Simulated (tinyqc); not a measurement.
Oxide trap near a transistor channel: two-state multiphonon kinetics, telegraph noise and bias instability: one step, computed by the program tinyqc. Command: `OMP_NUM_THREADS=1 python tinyqc.py 3024856 3024857 out.jsonl oxidetrap walk`. One thread of a shared host (Intel(R) Xeon(R) Processor @ 2.30GHz), about 0.01 s of CPU time with the checks.

An n-channel device under positive gate bias. The trap is empty (state 1) or holds an electron (state 2); both states are parabolas of equal curvature, and the electron reservoir is taken at the Fermi level of the channel.

Question. Barriers and time constants. E_21 = E_t - e F x is the energy of state 2 over state 1; barriers E_c = (E_R + E_21)^2/(4 E_R), E_e = E_c - E_21; tau_c = exp(E_c/k_B T)/(k_0 P), tau_e = exp(E_e/k_B T)/(k_0 P), P the tunnelling factor; occupation f_2 = tau_e/(tau_c + tau_e); 1/tau_0 = 1/tau_c + 1/tau_e.

Inputs (values chosen for the exercise, with an insulator like HfO2 on silicon): insulator constant eps_ox = 20.6; trap depth x from the interface = 0.7 nm; trap level above E_F at zero field E_t = 0.37 eV; relaxation energy E_R = 1.7 eV; oxide field F = 3 MV/cm; attempt rate k_0 at the interface = 8e+11 1/s; temperature T = 400 K.

Parts treated: one trap.

tunnelling factor = 0.01627091

Constants: k_B = 8.617333262e-05 eV/K.

Give: E_21; capture barrier E_c; emission barrier E_e; capture time tau_c; emission time tau_e; occupation f_2; tau_0.

Answer.

E_21 = 0.16 eV

capture barrier E_c = 0.5088 eV

emission barrier E_e = 0.3488 eV

capture time tau_c = 1.975e-04 s

emission time tau_e = 1.904e-06 s

occupation f_2 = 0.009548

tau_0 = 1.886e-06 s

The trap is almost always empty at this bias. Caution: a field 1.5 times as high comes near the usual breakdown field of such an insulator.
